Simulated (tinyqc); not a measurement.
Inside a calculation. Method: Jacobi rotations on a symmetric matrix. Computed by tinyqc, a small Python program that keeps every step. Settings: method = jacobi. Command: `OMP_NUM_THREADS=1 python tinyqc.py 27988 27989 out.jsonl` (the two numbers bound the seeds that draw the settings). One thread of a shared host (Intel(R) Xeon(R) Processor @ 2.60GHz), about 0.01 s of CPU time with the checks.

## Jacobi rotation 1

A:
```
[[0.509000, 0.000000, 0.343000, 0.328000],
 [0.000000, 0.594000, 0.257000, 0.084000],
 [0.343000, 0.257000, 0.786000, -0.257000],
 [0.328000, 0.084000, -0.257000, 0.885000]]
```

Take the largest off-diagonal element A_pq; tan 2 theta = 2 A_pq / (A_qq - A_pp) with |theta| <= pi/4; A' = J^T A J with J_pp = J_qq = cos, J_pq = sin, J_qp = -sin.

p, q, theta (rad): [1.000000, 3.000000, 0.593513]

A':
```
[[0.277593, -0.143734, 0.000000, 0.415640],
 [-0.143734, 0.594000, 0.213048, 0.084000],
 [0.000000, 0.213048, 1.017407, -0.029605],
 [0.415640, 0.084000, -0.029605, 0.885000]]
```

## Jacobi rotation 2

As before.

p, q, theta (rad): [1.000000, 4.000000, 0.469885]

A':
```
[[0.066522, -0.166190, 0.013405, 0.000000],
 [-0.166190, 0.594000, 0.213048, 0.009816],
 [0.013405, 0.213048, 1.017407, -0.026397],
 [0.000000, 0.009816, -0.026397, 1.096071]]
```

## Jacobi rotation 3

As before.

p, q, theta (rad): [2.000000, 3.000000, 0.394282]

A':
```
[[0.066522, -0.158588, -0.051465, 0.000000],
 [-0.158588, 0.505357, 0.000000, 0.019203],
 [-0.051465, 0.000000, 1.106050, -0.020601],
 [0.000000, 0.019203, -0.020601, 1.096071]]
```

## All rotations

The off-diagonal norm falls at every rotation.

Rotations:
```
step  p  q      theta  off-diagonal norm
1     1  3   0.593513           7.02e-01
2     1  4   0.469885           3.85e-01
3     2  3   0.394282           2.39e-01
4     1  2  -0.312922           8.30e-02
5     1  3  -0.044768           4.57e-02
6     3  4   0.643352           3.49e-02
7     2  4   0.045906           7.52e-03
8     1  4   0.003758           4.92e-03
9     1  3  -0.002691           2.52e-03
10    2  3   0.002991           7.55e-04
11    1  2   0.000977           9.47e-05
12    3  4  -0.001582           3.37e-06
13    2  4   3.37e-06           2.26e-06
14    1  3   1.43e-06           2.49e-07
15    1  4   1.65e-07           6.16e-09
16    2  3   7.66e-09           9.27e-13
```

eigenvalues: [0.012994, 0.555557, 1.081565, 1.123885]
